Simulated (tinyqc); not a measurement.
Delay unit and parasitic delay from two ring oscillators.

Question. A ring of 21 inverters oscillates at 1/(2 x 21 d), with stage delay d = tau (h + p) for fan-out h. Find tau, p and the delay at fan-out 4.

frequencies of 21-stage ring oscillators with fan-out 2 and 6 (GHz): [1.6104927, 0.70060981]

Solution. d is a straight line in h with slope tau and intercept tau p.

tau = 4.80 ps
p = 1.08
delay at fan-out 4 = 24.4 ps

Numbers from tinyqc (`OMP_NUM_THREADS=1 python tinyqc.py 2082177 2082178 out.jsonl`; about 0.01 s on one thread of a shared Intel Xeon 2.30GHz).
